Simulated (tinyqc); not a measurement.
Against the doping: band-to-band tunnelling and avalanche in a reverse-biased abrupt junction. Computed by tinyqc, a small Python program. Command: `OMP_NUM_THREADS=1 python tinyqc.py 3012705 3012706 out.jsonl zener walk`. One thread of a shared host (Intel(R) Xeon(R) Processor @ 2.30GHz), about 0.01 s of CPU time with the checks.

Direct Kane tunnelling in the local field (for indirect gaps the mass is an effective fit) and one ionisation coefficient for both carriers. N is the doping of the light side, or N_A N_D/(N_A + N_D) for the symmetric junction; the built-in voltage is taken as E_g/e.

Inputs (values chosen for the exercise, modelled on germanium):
```
quantity                                               value    unit
band gap at 300 K, E_g                                 0.654      eV
gap narrowing with temperature, -dE_g/dT                0.37   meV/K
reduced tunnelling mass m_r                            0.037     m_0
permittivity eps                                          16       -
ionisation prefactor a                               1.2e+07    1/cm
ionisation field at 300 K, b                        1.41e+06    V/cm
relative rise of b with temperature                      6.1  1e-4/K
effective doping N                                     5e+16  1/cm^3
current density that defines tunnel breakdown, J_0        10  A/cm^2
temperature T                                            350       K
```

Junction: symmetric.

Constants: eps_0 = 8.8541878128e-12 F/m; e = 1.602176634e-19 C; m_0 = 9.1093837015e-31 kg; hbar = 1.054571817e-34 J s.

Method:
- E_g(T) = E_g - (T - 300 K)(-dE_g/dT); b(T) = b [1 + (rise)(T - 300 K)]; w = sqrt(2 eps eps_0 (V_R + E_g/e)/(e N)); F_m = 2 (V_R + E_g/e)/w; the field falls linearly from F_m to 0 on both sides.
- Kane: G(F) = A F^2 exp(-B/F), A = e^2 sqrt(m_r)/(18 pi hbar^2 sqrt(E_g)), B = pi sqrt(m_r) E_g^(3/2)/(2 e hbar), SI units; J = e int G dx x V_R/(V_R + E_g/e), the last factor making J vanish at zero bias; int G dx = (w/F_m) int_0^F_m G dF by 64 Gauss-Legendre points.
- Avalanche: I = (w/F_m) int_0^F_m a exp(-b/F) dF by 64 Gauss-Legendre points, M = 1/(1 - I), breakdown at I = 1.
- V_Z solves J = J_0 and V_A solves I = 1; the lower one is the breakdown voltage; temperature coefficients by a central difference of +/- 10 K.

Breakdown:
```
N (1/cm^3)     V_Z (V)  V_A (V)  F_m at breakdown (MV/cm)       first
1.00e+15    4.3429e+02   158.42                   0.18968   avalanche
2.50e+15    1.8914e+02    77.18                   0.20977   avalanche
6.00e+15    8.5561e+01    39.32                   0.23287   avalanche
1.50e+16    3.7250e+01    19.66                   0.26243   avalanche
3.00e+16    1.9773e+01    11.72                   0.28958   avalanche
5.00e+16    1.2332e+01     8.02                   0.31294   avalanche
1.00e+17    6.4022e+00     4.79                   0.35039   avalanche
2.50e+17    2.5415e+00     2.39                   0.41339   avalanche
6.00e+17    8.9482e-01     1.16                   0.45573  tunnelling
```

What follows from these numbers?

The mechanism changes between 2.50e17 and 6.00e17 per cm^3. Across the table V_Z + E_g/e scales as N^-0.88 and V_A as N^-0.77: tunnelling needs a nearly fixed field, while avalanche in a thinner layer needs a higher one. Rows with V_A below about 5 E_g/e understate it, since the local law ignores the distance a carrier needs to reach the ionisation energy; silicon and germanium junctions change over near 4 to 6 E_g/e.

Extremes, crossings and ranges named in words are read from the listed rows.
